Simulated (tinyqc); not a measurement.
Critical points: density of states of one tight-binding band on the triangular lattice.

E(k) = -2 t (cos 2 pi k1 + cos 2 pi k2 + cos 2 pi (k1 + k2)); k in fractions of the reciprocal vectors, mesh k_i = j/N with j = 0 .. N-1. Densities are per cell and per spin, so the band holds one state.

Values chosen for the exercise: t = 1.63 eV (nearest hopping).

The gradient vanishes at these points by symmetry; the signs of the eigenvalues of the second-derivative matrix give the type.

Critical points:
```
point                 k   E (eV)  positive  negative     type
Gamma            (0, 0)  -9.7800         2         0  minimum
M              (0.5, 0)   3.2600         1         1   saddle
K      (0.3333, 0.3333)   4.8900         0         2  maximum
```

Gamma is a minimum at -9.780 eV: g has a step there. M is a saddle at 3.260 eV: g diverges logarithmically there. K is a maximum at 4.890 eV: g has a step there.

Run: tinyqc, `OMP_NUM_THREADS=1 python tinyqc.py 1650071 1650072 out.jsonl`; Intel(R) Xeon(R) Processor @ 2.30GHz, one thread, shared host; about 0.09 s of CPU time with all checks.
